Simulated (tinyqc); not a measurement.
Schottky barrier with interface states (Cowley-Sze model), image lowering and contact resistance: one step, computed by the program tinyqc. Command: `OMP_NUM_THREADS=1 python tinyqc.py 3002418 3002419 out.jsonl pinning walk`. One thread of a shared host (Intel(R) Xeon(R) Processor @ 2.30GHz), about 0.01 s of CPU time with the checks.

An n-type semiconductor under a metal. The barrier lies between the Schottky-Mott limit phi_M - chi and the Bardeen limit E_g - E_n, E_n being the neutrality level of the interface states; the space-charge term of the full Cowley-Sze expression is left out.

Task: Tunnelling scale and contact resistivity. A* = 4 pi e m_e M_c k_B^2/h^3 (a simple valley count); J_s = A* T^2 exp(-phi/k_B T). E_00 = (e hbar/2) sqrt(N/(m_e eps_s eps_0)), E_0 = E_00 coth(E_00/k_B T); scaling form of the contact resistivity rho_c = (k_B/(e A* T)) exp(phi_B/E_0), which is the thermionic result when E_00 << k_B T and keeps only the leading exponential of tunnelling when E_00 >> k_B T; image lowering is left out of it.

Inputs (values chosen for the exercise, with gap, mass and screening modelled on CdTe): dielectric constant eps_s = 10.2; electron mass m_e = 0.0973 m_0; valleys M_c = 1; donor density N = 3.7e+16 cm^-3; temperature T = 200 K.

Pinning factor from: interface states.

barrier phi_B = 0.3036116 eV

Constants: k_B = 8.617333262e-05 eV/K; hbar = 1.054571817e-34 J s; m_0 = 9.1093837015e-31 kg; eps_0 = 8.8541878128e-12 F/m; e = 1.602176634e-19 C; k_B = 1.380649e-23 J/K; h = 6.62607015e-34 J s.

Give: E_00; E_00/k_B T; E_0; contact resistivity rho_c.

Result:

E_00 = 0.0035849 eV

E_00/k_B T = 0.20800

E_0 = 0.017483 eV

contact resistivity rho_c = 1.2842 ohm cm^2

With the usual bounds 0.5 and 5 on E_00/k_B T the regime is thermionic emission.
